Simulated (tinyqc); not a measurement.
Fixed charge and work-function difference from two thicknesses.

Question. With a fixed charge q Nf at the interface, Vfb = phi_ms - q Nf tox/(eps0 eox). Find Nf and phi_ms.

Inputs (values chosen for the exercise):
- eox = 21.4 (relative permittivity of the gate insulator (close to hafnium oxide))

Constants: q = 1.602176634e-19 C, eps0 = 8.8541878128e-14 F/cm where lengths are in cm. Results are converted to the units shown.

Vfb at tox = 17 and 50 nm (V): -0.11898866  -0.043648663

Answer. Vfb is a straight line in tox: the slope gives Nf and the intercept at zero thickness phi_ms.

Nf = -2.70e11 cm^-2
phi_ms = -0.158 V

Numbers from tinyqc (`OMP_NUM_THREADS=1 python tinyqc.py 2060165 2060166 out.jsonl`; about 0.01 s on one thread of a shared Intel Xeon 2.30GHz).
